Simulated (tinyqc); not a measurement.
# From corrosion potential E_corr back to limiting current density i_L

Model: potential-pH (Pourbaix) lines of a metal, its cation, its oxide and an oxyanion, with a complexing ligand. Computed by tinyqc, a small Python program. Command: `OMP_NUM_THREADS=1 python tinyqc.py 3019940 3019941 out.jsonl pourb inv`. One thread of a shared host (Intel(R) Xeon(R) Processor @ 2.30GHz), about 0.02 s of CPU time with the checks.

Potentials are against the standard hydrogen electrode; solids and water have unit activity; dG_f of M, H+ and the electron is zero; F = e N_A and s = R T ln(10)/F. The cation carries z = 2.

Inputs (values chosen for the exercise, modelled on cobalt): dG_f of the cation = -53.47 kJ/mol; dG_f of the oxide = -213.78 kJ/mol; dG_f of the oxyanion = -269.16 kJ/mol; dG_f of water = -237.14 kJ/mol; temperature T = 298.15 K; log10 of the dissolved activity a = -5; pH = 6.3; potential E = 0.81 V; log10 of the stability constant beta of ML = 8.7; pKa of HL = 7.1; total ligand c_L = 0.0046 mol/L; molar volume V_m = 6.67 cm^3/mol.

Species: M, M2+, MO, MO2(2-).

exchange current densities, metal and cathodic (A/cm^2): [5.6e-07, 1.7e-12]

Tafel slopes, anodic and cathodic (mV/decade): [90, 100]

Constants: R = 8.314462618 J/(mol K); e = 1.602176634e-19 C; N_A = 6.02214076e+23 1/mol.

Method:
- M2+ + 2e = M; MO + 2H+ + 2e = M + H2O; MO2(2-) + 4H+ + 2e = M + 2H2O. For each, E0 = -dG/(z F), and E = E0 + (s/z) log10 a - (s n_H/z) pH, with no activity term for the oxide.
- The metal is stable below the lowest of the three lines; above it, the species of the lowest line is stable. Water lines at 1 bar: hydrogen E = -s pH, oxygen E = -dG_f(water)/(2F) - s pH.
- The free ligand is c_L/(1 + 10^(pKa - pH)) (ligand in excess); dissolved metal is a in all, so the free cation is a/alpha, alpha = 1 + beta [L]; the cation line drops by (s/z) log10 alpha.
- Anodic i = i0a 10^((E - E_a)/b_a) with E_a the cation line with ligand; cathodic i = i0c 10^((E_c - E)/b_c) with E_c the oxygen line; supply caps the cathodic current, 1/i_c = 1/i(Tafel) + 1/i_L. E_corr makes the two currents equal. Without the cap it would be [b_c E_a + b_a E_c + b_a b_c log10(i0c/i0a)]/(b_a + b_c). Rate = i V_m/(z F). Films are left out.

Problem. A run gave the result below. Find the limiting current density i_L, known to lie between 0.0014 and 0.0034 A/cm^2.

corrosion potential E_corr = -0.2672892 V

Solution.

Each step takes the trial c = (a f_b - b f_a)/(f_b - f_a), f being the result less the target and a, b, c the logarithms of the listed values; c replaces end b, the old b replaces a if the sign of f changed, and otherwise f_a is halved.

Scan of the range:
```
limiting current density i_L (A/cm^2)  corrosion potential E_corr (V)
0.00140                                                     -0.281961
0.00162                                                     -0.276298
0.00188                                                     -0.270537
0.00218                                                     -0.264825
0.00253                                                     -0.259105
0.00293                                                     -0.253496
0.00340                                                     -0.247852
```

False position (Illinois rule, in the logarithm of the input) inside the bracket:
```
step       end a       end b       trial  corrosion potential E_corr (V)
1     0.00188000  0.00218000  0.00204514                       -0.267287
2     0.00188000  0.00204514  0.00204487                       -0.267292
3     0.00204514  0.00204487  0.00204500                       -0.267289
```

Corrosion potential E_corr rises at every point of a 13-point scan of the range (every second point is shown), so one value fits; it is bracketed by 0.00188 and 0.00218. Answer: limiting current density i_L = 0.002045 A/cm^2.

Caution: other oxidation states, hydroxides and hydrides are left out, and the lines say nothing of rates.
